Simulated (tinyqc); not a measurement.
Coherent transport through a tight-binding region between two chains, step by step. Computed by tinyqc, a small Python program that keeps every step. Settings: temperature = 4, mu = -0.5. Command: `OMP_NUM_THREADS=1 python tinyqc.py 21549 21550 out.jsonl` (the two numbers bound the seeds that draw the settings). One thread of a shared host (Intel(R) Xeon(R) Processor @ 2.60GHz), about 0.2 s of CPU time with the checks.

## Transmission at E = 0.56 eV

H of the central region (eV), lower triangle:
```
           1          2          3          4          5         6
1   0.000000
2  -1.860000   0.950000
3   0.000000  -1.860000   0.950000
4   0.000000   0.000000  -1.860000   0.950000
5   0.000000   0.000000   0.000000  -1.860000   0.950000
6  -1.860000   0.000000   0.000000   0.000000  -1.860000  0.000000
```

Leads: semi-infinite chains with site energy 0:
```
parameter                           value
lead hopping t (eV)              1.200000
coupling to the left lead (eV)   0.850000
coupling to the right lead (eV)  1.180000
left contact site                       1
right contact site                      4
```

E = 0.560000 eV

Surface Green function g = (E - i sqrt(4 t^2 - E^2)) / (2 t^2); self-energy tc^2 g on each contact site; G = (E - H - Sigma)^(-1); Gamma = -2 Im Sigma; T = Gamma_L Gamma_R |G_LR|^2; local density of states -Im G_ii / pi.

g = 0.194444-0.810331i 1/eV

G (1/eV), lower triangle:
```
                     1                    2                    3                   4
1   0.034224-0.081639i
2   0.265481+0.004023i   0.024970-0.044476i
3   0.021441+0.082482i   0.277389-0.013349i   0.036721-0.085281i
4  -0.260985+0.013272i   0.033192+0.041677i   0.267945-0.004533i  0.022989-0.042627i
5  -0.106102+0.080550i  -0.240316+0.008019i   0.055713-0.078868i  0.251998-0.024556i
6   0.238738+0.003618i  -0.083581-0.039996i  -0.256263-0.012004i  0.029849+0.037479i

                    5                   6
5  0.018910-0.082721i
6  0.289601+0.007211i  0.030874-0.035967i
```

local density of states (1/eV): 0.025986  0.014157  0.027146  0.013569  0.026331  0.011449

transmission = 0.180442

## Transmission across the band

The same steps on a grid of energies.

T(E):
```
E (eV)              T
-2.28000000  0.220281
-2.05200000  0.579824
-1.82400000  0.740068
-1.59600000  0.695512
-1.36800000  0.549828
-1.14000000  0.674732
-0.91200000  0.454438
-0.68400000  0.359906
-0.45600000  0.299895
-0.22800000  0.257519
0.00000000   0.226597
0.22800000   0.203698
0.45600000   0.186669
0.68400000   0.174076
0.91200000   0.164914
1.14000000   0.158415
1.36800000   0.153857
1.59600000   0.150273
1.82400000   0.145732
2.05200000   0.134856
2.28000000   0.094355
```

levels of the isolated region (eV): -3.184100  -1.312910  -1.102216  2.291617  2.677009  4.430599

## Current

I = (2e/h) int T(E) [f(E - mu - V/2) - f(E - mu + V/2)] dE at 4 K with mu = -0.5 eV, the bias not changing H; 2e^2/h = 77.48092 microsiemens; the integral runs over the band on 4001 points.

Current:
```
V (volt)  I (microampere)
0.010000         0.240501
0.050000         1.200015
0.100000         2.401296
0.200000         4.810922
0.400000         9.677658
0.800000        19.852671
```
